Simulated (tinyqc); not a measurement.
Changing the equivalent oxide thickness t: ballistic transport through the one-dimensional subbands of a rectangular nanowire or nanosheet channel. Computed by tinyqc, a small Python program. Command: `OMP_NUM_THREADS=1 python tinyqc.py 3023606 3023607 out.jsonl wire sweep`. One thread of a shared host (Intel(R) Xeon(R) Processor @ 2.30GHz), about 0.07 s of CPU time with the checks.

Hard walls, parabolic subbands, transport along x. Energies are counted from the bulk conduction band edge at the top of the barrier, which the gate pulls down by U; the source Fermi level lies at the bulk edge when U = 0.

Inputs (values chosen for the exercise, modelled on silicon):
```
quantity                          value  unit
light mass m_t                     0.19   m_0
heavy mass m_l                      0.9   m_0
height a                            3.5    nm
width b                             7.3    nm
gate voltage above flat band V_G   0.97     V
drain voltage V_D                  0.31     V
temperature T                       150     K
```

Valleys: silicon [100] wire.

Constants: hbar^2/(2 m_0) = 3.80998212 eV angstrom^2; k_B = 8.617333262e-05 eV/K; m_0 = 9.1093837015e-31 kg; k_B = 1.380649e-23 J/K; hbar = 1.054571817e-34 J s; eps_0 = 8.8541878128e-12 F/m; e = 1.602176634e-19 C; h = 6.62607015e-34 J s.

Method:
- E_pq = (hbar^2 pi^2/2)(p^2/(m_y b^2) + q^2/(m_z a^2)); valley pairs: (m_x, m_y, m_z) = (m_t, m_t, m_l), (m_t, m_l, m_t), (m_l, m_t, m_t), each with degeneracy g = 2; the 10 lowest subbands are kept.
- F_j(eta) = (1/Gamma(j + 1)) int_0^infinity x^j/(1 + exp(x - eta)) dx, F_0 = ln(1 + exp(eta)). Integrals over x = E/(k_B T) use 160 Gauss-Legendre points in u = sqrt(x) from 0 to sqrt(max(eta, 0) + 32).
- With degeneracy g = 2, eta_i = (U - E_i)/(k_B T) and u = e V_D/(k_B T): line density n = sum_i g sqrt(2 m_x k_B T/pi)/(2 hbar) [F_-1/2(eta_i) + F_-1/2(eta_i - u)]; gate: e n = C_ox (V_G - U/e), C_ox = 3.9 eps_0 2 (a + b)/t (flat-plate estimate); I = (2 e k_B T/h) sum_i g [F_0(eta_i) - F_0(eta_i - u)].

One run for each value:
```
equivalent oxide thickness t (nm)  ballistic current I (microampere)  line density n (1/nm)  U (meV)
0.82                                                          122.20                 3.8923   284.41
1.20                                                           77.53                 2.8127   244.99
1.70                                                           52.10                 2.0561   219.18
2.40                                                           37.00                 1.4911   201.27
3.50                                                           26.60                 1.0430   185.83
5.00                                                           19.96                 0.7427   172.31
```

Over the rows, ballistic current I (microampere) falls from 122 to 20.0 (exponent d ln y / d ln x -1.2 between the first rows and -0.81 between the last); line density n (1/nm) falls from 3.89 to 0.743 (exponent d ln y / d ln x -0.85 between the first rows and -0.95 between the last); U (meV) falls from 284 to 172 (exponent d ln y / d ln x -0.39 between the first rows and -0.21 between the last). Thinning the oxide by a factor 6.1 raises n by 5.24 and the current by 6.12. Left out: 0.400, 0.570 (more than ten subbands are occupied).

Caution (rows 0.820): the tenth subband is still occupied, so the truncation to ten understates charge and current.
